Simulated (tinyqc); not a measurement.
Threshold-voltage variability of a planar MOSFET, analytic estimates: two steps of the calculation.

Three independent sources add in quadrature: random dopants in the depleted layer, metal-gate grains of two orientations, and roughness of the two gate edges acting through the roll-off VT = VT(long) - Vr exp(-L/l). These are first-order estimates: no three-dimensional electrostatics, no percolation.

Values chosen for this exercise; material values close to those of silicon: temperature T = 350 K; subthreshold factor n = 1.46; gm/I of a matched pair gI = 10 1/V; spread of the gain factor of one device sb = 2.7 %; number of cells Nb = 1048576; wanted yield Y = 0.969.

Constants: q = 1.602176634e-19 C, kB = 1.380649e-23 J/K, Vt = kB T/q. Results are converted to the units shown.

Question 1. Total spread, mismatch and leakage. s = sqrt(s1^2 + s2^2 + s3^2). For a pair: s(dVT) = sqrt(2) s; current mismatch sqrt(2) sqrt((gI s)^2 + sb^2); input offset = current mismatch/gI. For a Gaussian VT the off current is log-normal with mean/median = exp(s^2/(2 (n Vt)^2)).

s1 = 25.321199 mV
s2 = 9.3541435 mV
s3 = 0.85970228 mV

Wanted: s; s(dVT); current mismatch; input offset; mean/median of Ioff.

Answer 1.

s = 27.01 mV
s(dVT) = 38.19 mV
current mismatch = 38.38 %
input offset = 38.38 mV
mean/median of Ioff = 1.207

Question 2. Margin in standard deviations for the wanted yield. Cells fail independently with probability Q(k) = erfc(k/sqrt(2))/2 when the margin is k standard deviations, and Y = exp(-Nb Q(k)). phi = exp(-k^2/2)/sqrt(2 pi). Newton steps on ln Q(k) = ln(-ln(Y)/Nb): k(new) = k + [ln Q - ln(-ln(Y)/Nb)] Q/phi.

k after iteration 1 = 6.2631616

Wanted: Q(k); phi; k after iteration 2.

Answer 2.

Q(k) = 1.8862e-10
phi = 1.2101e-9
k after iteration 2 = 5.4729

tinyqc, about 0.01 s, one thread, Intel Xeon 2.30GHz (shared host): `OMP_NUM_THREADS=1 python tinyqc.py 2090143 2090144 out.jsonl`
